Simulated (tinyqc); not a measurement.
# Metal gate on a two-layer dielectric stack with fixed charge and a dipole: flat band against the thickness t2

Gate, layer 2, layer 1, p-type semiconductor; x runs from the gate inwards. Charges are counted in units of +q. psi is the band bending at the surface, positive towards inversion. Classical charge, Boltzmann statistics, no interface traps.

EOT = 3.9 (t1/e1 + t2/e2), Cox = eps0/(t1/e1 + t2/e2); phi_ms = pM - (chi + Eg - Vt ln(Nv/Na)). Vfb = phi_ms + Vd - (q/eps0) [Q1 (t1/e1 + t2/e2) + Q2 t2/e2 + r1 (t1^2/(2 e1) + t1 t2/e2) + r2 t2^2/(2 e2)]: each charge counts with its electrical distance from the gate. ni = sqrt(Nc Nv) exp(-Eg/(2 Vt)), Eg in volts, pB = Vt ln(Na/ni), Vth = Vfb + 2 pB + sqrt(4 q eps0 eps_r Na pB)/Cox.

Parameters, values chosen for the exercise; band and dielectric values close to those of silicon, layer 1 close to silicon dioxide, layer 2 close to aluminium oxide: temperature T = 300 K; band gap Eg = 1.1 eV; relative permittivity eps_r = 11.8; conduction-band density of states at T Nc = 2.81e19 cm^-3; valence-band density of states at T Nv = 2.63e19 cm^-3; electron affinity chi = 4.03 eV; acceptor density Na = 4e17 cm^-3; work function of the gate metal pM = 5.11 eV; thickness of layer 1, next to the semiconductor t1 = 2 nm; relative permittivity of layer 1 e1 = 3.93; relative permittivity of layer 2 e2 = 9.16; fixed charge at the semiconductor interface Q1 = 1.3e12 cm^-2; fixed charge between the layers Q2 = 2.3e12 cm^-2; uniform charge density in layer 1 r1 = 0 cm^-3; uniform charge density in layer 2 r2 = 2.7e18 cm^-3; flat-band shift by a dipole layer between the layers Vd = 0 V.

Constants: q = 1.602176634e-19 C, kB = 1.380649e-23 J/K, Vt = kB T/q, eps0 = 8.8541878128e-14 F/cm where lengths are in cm. Results are converted to the units shown.

Results:

| t2 (nm) | EOT (nm) | Vfb (V) | Vth (V) |
|---|---|---|---|
| 1 | 2.410 | -0.1053 | 1.016 |
| 2 | 2.836 | -0.1844 | 0.9797 |
| 3 | 3.262 | -0.2689 | 0.9376 |
| 4 | 3.688 | -0.3586 | 0.8902 |
| 5 | 4.114 | -0.4538 | 0.8375 |
| 6 | 4.539 | -0.5542 | 0.7794 |
| 8 | 5.391 | -0.7711 | 0.6472 |

Estimate the missing row, t2 = 7 nm.

Computed row:

| t2 (nm) | EOT (nm) | Vfb (V) | Vth (V) |
|---|---|---|---|
| 7 | 4.965 | -0.6600 | 0.7160 |

With this row back in the table: Vfb falls from -0.105 to -0.771 V and Vth falls from 1.02 to 0.647 V. The slope dVfb/dEOT is -186 mV/nm between the first two rows and -261 between the last two: the charge inside the growing layer bends the line. A line through the end rows meets EOT = 0 at 0.433 V, against phi_ms + Vd = 0.0882 V; an effective work function read from it is off by 345 mV from pM.

Numbers from tinyqc (`OMP_NUM_THREADS=1 python tinyqc.py 2010084 2010085 out.jsonl`; about 0.01 s on one thread of a shared Intel Xeon 2.30GHz).
